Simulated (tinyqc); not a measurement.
Error from band bending against le.

In A the levels shift by pb (1 - z/W)^2 for z < W. The signal from depth z is weighted by exp(-z/le)/le, so the centroid shifts by pb [1 - 2/a + (2/a^2)(1 - exp(-a))], a = W/le, and the error of iA against its value at the interface is that less pb.

Values chosen for this exercise:

| symbol | value | unit | meaning |
|---|---|---|---|
| pb | 0.21 | V | band bending in A at the interface |
| W | 120 | nm | width of the bent region |

Error from band bending against le:
```
le (nm)	a	centroid shift (eV)	error (meV)
0.5	240.0	0.2083	-1.743
1.9	63.16	0.2035	-6.545
3.4	35.29	0.1984	-11.56
4.8	25.00	0.1939	-16.13
6.2	19.35	0.1894	-20.58
7.7	15.58	0.1848	-25.22
9.1	13.19	0.1806	-29.43
10.6	11.32	0.1762	-33.82
12	10.00	0.1722	-37.80
```

The size of the error rises from 1.74 to 37.8 meV; for large a it is 2 |pb|/a. It is below 50 meV, a typical accuracy of the method, in 9 of the 9 rows. Heavily doped substrates and deep-probing photons need the correction.

tinyqc, about 0.01 s, one thread, Intel Xeon 2.30GHz (shared host): `OMP_NUM_THREADS=1 python tinyqc.py 2410142 2410143 out.jsonl`
